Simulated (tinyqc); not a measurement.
Gate work function from the charge.

Question. For an undoped double gate, Q = 8 eps0 eps_r Vt beta tan(beta)/ts with 0 < beta < pi/2, and at the source (Vg - dphi)/(2 Vt) - ln[(2/ts) sqrt(2 eps0 eps_r Vt/(q ni))] = ln(beta) - ln(cos beta) + 2 r beta tan(beta), r = eps_r tox/(eox ts). Find beta and dphi.

Inputs (values chosen for the exercise); material values close to those of gallium arsenide: temperature T = 273 K; relative permittivity of the semiconductor eps_r = 13; relative permittivity of the gate insulator eox = 21; insulator thickness tox = 5.5 nm; body thickness ts = 5 nm; gate voltage Vg = 1.37 V.

Constants: q = 1.602176634e-19 C, kB = 1.380649e-23 J/K, Vt = kB T/q, eps0 = 8.8541878128e-14 F/cm where lengths are in cm. Results are converted to the units shown.

Qs = 4323.6987 nC/cm^2
ni = 1.0931744e5 cm^-3

Solution. beta tan(beta) rises from 0 without bound on the interval, so the charge fixes beta; the second relation is then explicit in dphi. At this charge the surface density passes 0.3 Nc, so the classical Boltzmann model is only formal.

beta = 1.429
dphi = -0.1200 V

Computed by the program tinyqc: `OMP_NUM_THREADS=1 python tinyqc.py 2440167 2440168 out.jsonl`, one thread of a shared Intel Xeon 2.30GHz, about 0.03 s for the whole run.
